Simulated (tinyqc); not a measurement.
UHF in the 6-31g basis, for H2, spin multiplicity 1, step by step. Computed by tinyqc, a small Python program that keeps every step (integrals from PySCF). Settings: charge = 0, multiplicity = 1, basis = 6-31g, energy threshold = 1e-10, iteration cap = 62, orthogonalisation = canonical, start = core, DIIS depth = 0, method = UHF, break = 0.7. Command: `OMP_NUM_THREADS=1 python tinyqc.py 28809 28810 out.jsonl` (the two numbers bound the seeds that draw the settings). One thread of a shared host (Intel(R) Xeon(R) Processor @ 2.60GHz), about 0.09 s of CPU time with the checks. Later iterations appear only in the table of the cycle.

## One-electron integrals

Geometry (angstrom):
```
atom         x         y         z
H     0.000000  0.000000  0.000000
H     0.000000  0.000000  1.188000
```

Basis 6-31g: exponents (1/bohr^2) and contraction coefficients of normalised primitives:
```
element  l (shell)   exponent  coefficient
H            s (1)  18.731137     0.033495
H            s (1)   2.825394     0.234727
H            s (1)   0.640122     0.813757
H            s (2)   0.161278     1.000000
```

Overlap, kinetic and nuclear-attraction integrals over the contracted functions; the nuclear repulsion is the sum of Za Zb / Rab.

nuclear repulsion = 0.44543536 hartree

overlap S, order 1H 1s, 1H 2s, 2H 1s, 2H 2s:
```
[[1.000000, 0.658292, 0.151336, 0.339509],
 [0.658292, 1.000000, 0.339509, 0.666030],
 [0.151336, 0.339509, 1.000000, 0.658292],
 [0.339509, 0.666030, 0.658292, 1.000000]]
```

kinetic energy T (hartree), order 1H 1s, 1H 2s, 2H 1s, 2H 2s:
```
[[1.395678, 0.259735, -0.033501, 0.074548],
 [0.259735, 0.241917, 0.074548, 0.117468],
 [-0.033501, 0.074548, 1.395678, 0.259735],
 [0.074548, 0.117468, 0.259735, 0.241917]]
```

nuclear attraction V (hartree), order 1H 1s, 1H 2s, 2H 1s, 2H 2s:
```
[[-2.098569, -1.034372, -0.264050, -0.544048],
 [-1.034372, -1.054499, -0.544048, -0.750843],
 [-0.264050, -0.544048, -2.098569, -1.034372],
 [-0.544048, -0.750843, -1.034372, -1.054499]]
```

core Hamiltonian H = T + V (hartree), order 1H 1s, 1H 2s, 2H 1s, 2H 2s:
```
[[-0.702891, -0.774637, -0.297551, -0.469500],
 [-0.774637, -0.812582, -0.469500, -0.633375],
 [-0.297551, -0.469500, -0.702891, -0.774637],
 [-0.469500, -0.633375, -0.774637, -0.812582]]
```

## Two-electron integrals

Functions are numbered as in S; the eight-fold symmetry (ij|kl) = (ji|kl) = (kl|ij) leaves the list below.

Two-electron integrals (ij|kl) in chemists' order, unique and non-zero (hartree):
```
(11|11) 1.076566   (21|11) 0.578470   (21|21) 0.329423   (22|11) 0.587396
(22|21) 0.361304   (22|22) 0.453150   (31|11) 0.113469   (31|21) 0.067339
(31|22) 0.078427   (31|31) 0.020941   (32|11) 0.175607   (32|21) 0.111176
(32|22) 0.146538   (32|31) 0.038644   (32|32) 0.086591   (33|11) 0.442896
(33|21) 0.287870   (33|22) 0.401359   (33|31) 0.113469   (33|32) 0.287234
(33|33) 1.076566   (41|11) 0.287234   (41|21) 0.165004   (41|22) 0.183492
(41|31) 0.038644   (41|32) 0.065829   (41|33) 0.175607   (41|41) 0.086591
(42|11) 0.350790   (42|21) 0.218638   (42|22) 0.282556   (42|31) 0.057872
(42|32) 0.118994   (42|33) 0.350790   (42|41) 0.118994   (42|42) 0.201016
(43|11) 0.287870   (43|21) 0.185829   (43|22) 0.257106   (43|31) 0.067339
(43|32) 0.165004   (43|33) 0.578470   (43|41) 0.111176   (43|42) 0.218638
(43|43) 0.329423   (44|11) 0.401359   (44|21) 0.257106   (44|22) 0.355323
(44|31) 0.078427   (44|32) 0.183492   (44|33) 0.587396   (44|41) 0.146538
(44|42) 0.282556   (44|43) 0.361304   (44|44) 0.453150
```

## Orthogonalisation

S = U s U^T; canonical form X = U s^(-1/2), so that X^T S X = 1. Each column of U has its largest component positive (the first on a tie).

eigenvalues of S: [0.181621, 0.378230, 1.001012, 2.439137]

X, order 1H 1s, 1H 2s, 2H 1s, 2H 2s:
```
[[-0.715443, 0.908870, 0.637671, 0.277305],
 [1.497038, -0.704202, 0.304747, 0.357900],
 [0.715443, 0.908870, -0.637671, 0.277305],
 [-1.497038, -0.704202, -0.304747, 0.357900]]
```

## Starting guess

The start is the orbitals of the core Hamiltonian, with HOMO and LUMO mixed by +/-0.7 rad for the two spins; D(s) = C_occ C_occ^T for each spin.

D(alpha) at the start, order 1H 1s, 1H 2s, 2H 1s, 2H 2s:
```
[[0.274900, 0.369297, 0.010494, -0.132820],
 [0.369297, 0.496107, 0.014098, -0.178428],
 [0.010494, 0.014098, 0.000401, -0.005070],
 [-0.132820, -0.178428, -0.005070, 0.064173]]
```

D(beta) at the start, order 1H 1s, 1H 2s, 2H 1s, 2H 2s:
```
[[0.000401, -0.005070, 0.010494, 0.014098],
 [-0.005070, 0.064173, -0.132820, -0.178428],
 [0.010494, -0.132820, 0.274900, 0.369297],
 [0.014098, -0.178428, 0.369297, 0.496107]]
```

## Iteration 1: building the Fock matrix

J_ij = sum D_kl (ij|kl) with D = D(alpha) + D(beta), K_ij = sum D_kl (ik|jl) for each spin; F = H + J - K(s); E = tr D H + tr D J / 2 - 0.5 sum_s tr D(s) K(s) + E_nn.

Coulomb J (hartree), order 1H 1s, 1H 2s, 2H 1s, 2H 2s:
```
[[1.247877, 0.741528, 0.189689, 0.394017],
 [0.741528, 0.898923, 0.394017, 0.630755],
 [0.189689, 0.394017, 1.247877, 0.741528],
 [0.394017, 0.630755, 0.741528, 0.898923]]
```

exchange K(alpha) (hartree), order 1H 1s, 1H 2s, 2H 1s, 2H 2s:
```
[[0.760902, 0.548833, 0.103216, 0.261325],
 [0.548833, 0.441508, 0.083591, 0.208926],
 [0.103216, 0.083591, 0.026672, 0.046995],
 [0.261325, 0.208926, 0.046995, 0.105705]]
```

exchange K(beta) (hartree), order 1H 1s, 1H 2s, 2H 1s, 2H 2s:
```
[[0.026672, 0.046995, 0.103216, 0.083591],
 [0.046995, 0.105705, 0.261325, 0.208926],
 [0.103216, 0.261325, 0.760902, 0.548833],
 [0.083591, 0.208926, 0.548833, 0.441508]]
```

F(alpha) (hartree), order 1H 1s, 1H 2s, 2H 1s, 2H 2s:
```
[[-0.215916, -0.581942, -0.211077, -0.336808],
 [-0.581942, -0.355167, -0.159074, -0.211546],
 [-0.211077, -0.159074, 0.518313, -0.080104],
 [-0.336808, -0.211546, -0.080104, -0.019365]]
```

F(beta) (hartree), order 1H 1s, 1H 2s, 2H 1s, 2H 2s:
```
[[0.518313, -0.080104, -0.211077, -0.159074],
 [-0.080104, -0.019365, -0.336808, -0.211546],
 [-0.211077, -0.336808, -0.215916, -0.581942],
 [-0.159074, -0.211546, -0.581942, -0.355167]]
```

total energy of this density = -0.94592362 hartree

## Iteration 1: diagonalisation and new density

Diagonalise F' = X^T F X, C = X C', fill 1 alpha and 1 beta electrons from the bottom; D(s) = C_occ C_occ^T. Each column has its largest component positive (the first on a tie).

F' = X^T F X (alpha) (hartree):
```
[[0.835635, 0.048078, -0.430793, 0.005210],
 [0.048078, 0.987747, -0.138074, 0.020308],
 [-0.430793, -0.138074, 0.234549, -0.348942],
 [0.005210, 0.020308, -0.348942, -0.341222]]
```

orbital energies (alpha) (hartree): [-0.533458, 0.170810, 0.921200, 1.158158]

coefficients C (alpha), order 1H 1s, 1H 2s, 2H 1s, 2H 2s:
```
[[0.465688, -0.092417, -1.243089, -0.225280],
 [0.656137, -0.672795, 1.340675, 0.526696],
 [0.063534, 0.167023, -0.215382, 1.320267],
 [-0.075937, 1.173626, -0.160385, -1.244628]]
```

F' = X^T F X (beta) (hartree):
```
[[0.835635, -0.048078, -0.430793, -0.005210],
 [-0.048078, 0.987747, 0.138074, 0.020308],
 [-0.430793, 0.138074, 0.234549, 0.348942],
 [-0.005210, 0.020308, 0.348942, -0.341222]]
```

orbital energies (beta) (hartree): [-0.533458, 0.170810, 0.921200, 1.158158]

coefficients C (beta), order 1H 1s, 1H 2s, 2H 1s, 2H 2s:
```
[[0.063534, 0.167023, -0.215382, 1.320267],
 [-0.075937, 1.173626, -0.160385, -1.244628],
 [0.465688, -0.092417, -1.243089, -0.225280],
 [0.656137, -0.672795, 1.340675, 0.526696]]
```

D(alpha) after iteration 1, order 1H 1s, 1H 2s, 2H 1s, 2H 2s:
```
[[0.216865, 0.305555, 0.029587, -0.035363],
 [0.305555, 0.430515, 0.041687, -0.049825],
 [0.029587, 0.041687, 0.004037, -0.004825],
 [-0.035363, -0.049825, -0.004825, 0.005766]]
```

D(beta) after iteration 1, order 1H 1s, 1H 2s, 2H 1s, 2H 2s:
```
[[0.004037, -0.004825, 0.029587, 0.041687],
 [-0.004825, 0.005766, -0.035363, -0.049825],
 [0.029587, -0.035363, 0.216865, 0.305555],
 [0.041687, -0.049825, 0.305555, 0.430515]]
```

## Iteration 2: building the Fock matrix

As before.

Coulomb J (hartree), order 1H 1s, 1H 2s, 2H 1s, 2H 2s:
```
[[1.237468, 0.738969, 0.191490, 0.395125],
 [0.738969, 0.900232, 0.395125, 0.634330],
 [0.191490, 0.395125, 1.237468, 0.738969],
 [0.395125, 0.634330, 0.738969, 0.900232]]
```

exchange K(alpha) (hartree), order 1H 1s, 1H 2s, 2H 1s, 2H 2s:
```
[[0.704583, 0.538197, 0.149880, 0.298049],
 [0.538197, 0.462862, 0.138201, 0.262761],
 [0.149880, 0.138201, 0.075556, 0.099351],
 [0.298049, 0.262761, 0.099351, 0.164781]]
```

exchange K(beta) (hartree), order 1H 1s, 1H 2s, 2H 1s, 2H 2s:
```
[[0.075556, 0.099351, 0.149880, 0.138201],
 [0.099351, 0.164781, 0.298049, 0.262761],
 [0.149880, 0.298049, 0.704583, 0.538197],
 [0.138201, 0.262761, 0.538197, 0.462862]]
```

F(alpha) (hartree), order 1H 1s, 1H 2s, 2H 1s, 2H 2s:
```
[[-0.170007, -0.573865, -0.255941, -0.372423],
 [-0.573865, -0.375212, -0.212575, -0.261806],
 [-0.255941, -0.212575, 0.459020, -0.135019],
 [-0.372423, -0.261806, -0.135019, -0.077131]]
```

F(beta) (hartree), order 1H 1s, 1H 2s, 2H 1s, 2H 2s:
```
[[0.459020, -0.135019, -0.255941, -0.212575],
 [-0.135019, -0.077131, -0.372423, -0.261806],
 [-0.255941, -0.372423, -0.170007, -0.573865],
 [-0.212575, -0.261806, -0.573865, -0.375212]]
```

total energy of this density = -1.01751875 hartree

## Iteration 2: diagonalisation and new density

As before.

F' = X^T F X (alpha) (hartree):
```
[[0.835043, 0.042023, -0.424120, 0.002565],
 [0.042023, 0.988166, -0.109022, 0.021591],
 [-0.424120, -0.109022, 0.284134, -0.303955],
 [0.002565, 0.021591, -0.303955, -0.398980]]
```

orbital energies (alpha) (hartree): [-0.533261, 0.166187, 0.935831, 1.139606]

coefficients C (alpha), order 1H 1s, 1H 2s, 2H 1s, 2H 2s:
```
[[0.431914, -0.111188, -1.242760, -0.279392],
 [0.622159, -0.750597, 1.294486, 0.576034],
 [0.094010, 0.177561, -0.264776, 1.308034],
 [0.009348, 1.166682, -0.088054, -1.260555]]
```

F' = X^T F X (beta) (hartree):
```
[[0.835043, -0.042023, -0.424120, -0.002565],
 [-0.042023, 0.988166, 0.109022, 0.021591],
 [-0.424120, 0.109022, 0.284134, 0.303955],
 [-0.002565, 0.021591, 0.303955, -0.398980]]
```

orbital energies (beta) (hartree): [-0.533261, 0.166187, 0.935831, 1.139606]

coefficients C (beta), order 1H 1s, 1H 2s, 2H 1s, 2H 2s:
```
[[0.094010, 0.177561, -0.264776, 1.308034],
 [0.009348, 1.166682, -0.088054, -1.260555],
 [0.431914, -0.111188, -1.242760, -0.279392],
 [0.622159, -0.750597, 1.294486, 0.576034]]
```

D(alpha) after iteration 2, order 1H 1s, 1H 2s, 2H 1s, 2H 2s:
```
[[0.186550, 0.268719, 0.040604, 0.004037],
 [0.268719, 0.387082, 0.058489, 0.005816],
 [0.040604, 0.058489, 0.008838, 0.000879],
 [0.004037, 0.005816, 0.000879, 0.000087]]
```

D(beta) after iteration 2, order 1H 1s, 1H 2s, 2H 1s, 2H 2s:
```
[[0.008838, 0.000879, 0.040604, 0.058489],
 [0.000879, 0.000087, 0.004037, 0.005816],
 [0.040604, 0.004037, 0.186550, 0.268719],
 [0.058489, 0.005816, 0.268719, 0.387082]]
```

## Convergence

Stop when the energy changes by less than 1e-10 hartree and every element of the error matrix X^T (F D S - S D F) X (for each spin) is below 3e-06.

Course of the cycle:
```
iteration  E (hartree)     change  largest element of the error matrix
1          -0.94592362          -                             1.26e-01
2          -1.01751875  -7.16e-02                             6.95e-02
3          -1.03807355  -2.06e-02                             4.38e-02
4          -1.04637063  -8.30e-03                             3.03e-02
5          -1.05046150  -4.09e-03                             2.24e-02
6          -1.05275641  -2.29e-03                             1.73e-02
7          -1.05416512  -1.41e-03                             1.39e-02
8          -1.05508910  -9.24e-04                             1.14e-02
9          -1.05572670  -6.38e-04                             9.63e-03
10         -1.05618466  -4.58e-04                             8.24e-03
11         -1.05652442  -3.40e-04                             7.16e-03
12         -1.05678331  -2.59e-04                             6.30e-03
13         -1.05698506  -2.02e-04                             5.59e-03
14         -1.05714529  -1.60e-04                             5.01e-03
...                ...        ...                                  ...
49         -1.05807219  -3.57e-06                             7.84e-04
50         -1.05807556  -3.36e-06                             7.61e-04
51         -1.05807873  -3.17e-06                             7.39e-04
52         -1.05808173  -3.00e-06                             7.18e-04
53         -1.05808456  -2.83e-06                             6.99e-04
54         -1.05808724  -2.68e-06                             6.80e-04
55         -1.05808978  -2.54e-06                             6.62e-04
56         -1.05809219  -2.41e-06                             6.45e-04
57         -1.05809447  -2.29e-06                             6.29e-04
58         -1.05809664  -2.17e-06                             6.13e-04
59         -1.05809871  -2.07e-06                             5.98e-04
60         -1.05810067  -1.97e-06                             5.83e-04
61         -1.05810255  -1.87e-06                             5.70e-04
62         -1.05810433  -1.79e-06                             5.56e-04
```

PySCF UHF in the same basis, after a stability check = -1.05816240 hartree

Not converged within the cap of 62 iterations: the residual falls steadily but slowly, by a factor of about 0.97 a step. Reruns (cap 100 unless said): DIIS 8: converged in 14; damping 0.5: not converged; level shift 0.5: not converged; atomic densities as start, DIIS 8: converged in 5; the original settings with a cap of 400: not converged.
